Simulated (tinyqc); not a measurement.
From results back to parameters: defect, radiative and Auger recombination at equal electron and hole densities (ABC model). Two cases, with inputs chosen for the exercise.

Problem. The peak efficiency, the current at the peak and the differential lifetime there, tau_p = 1/(Ae + 2 B n_p + 3 C n_p^2), are given; Ae, B and C are hidden. n_p = sqrt(Ae/C), Q = B/sqrt(Ae C), IQE_max = Q/(Q + 2).

J/(e d) = Ae n + B n^2 + C n^3 with Ae = A + 4 S/w (four side walls, carriers spread evenly), e = 1.602176634e-19 C, lengths in cm; internal efficiency IQE = B n^2/(Ae n + B n^2 + C n^3); all injected carriers recombine in the layer.

Case 1.

Values chosen (out of a larger set: orders of magnitude like those quoted for InP; not measured data): d = 120 nm (active thickness).

IQE_max = 0.906317
J at the peak = 6842.01 A/cm^2
tau_p = 0.836456 ns

Case 2.

Values chosen (out of a larger set: orders of magnitude like those quoted for GaN; not measured data): d = 3.1 nm (active thickness).

IQE_max = 0.257242
J at the peak = 24.2912 A/cm^2
tau_p = 7.73110 ns

Find: Q; Ae; n_p; B; C.

Solution. Q = 2 IQE/(1 - IQE). At the peak B n = Q Ae and C n^2 = Ae, so 1/tau_p = Ae (4 + 2Q) and J = e d Ae n_p (2 + Q); B and C follow.

Case 1.

Q = 19.3
Ae = 2.80e+07 1/s
n_p = 5.95e+18 1/cm^3
B = 9.1e-11 cm^3/s
C = 7.9e-31 cm^6/s

Case 2.

Q = 0.693
Ae = 2.40e+07 1/s
n_p = 7.56e+18 1/cm^3
B = 2.2e-12 cm^3/s
C = 4.2e-31 cm^6/s

Computed by tinyqc, one run a case: `OMP_NUM_THREADS=1 python tinyqc.py N N+1 out.jsonl` with N = 1650190, 1650206; one thread of a shared Intel(R) Xeon(R) Processor @ 2.30GHz, about 0.01 s a run at most.
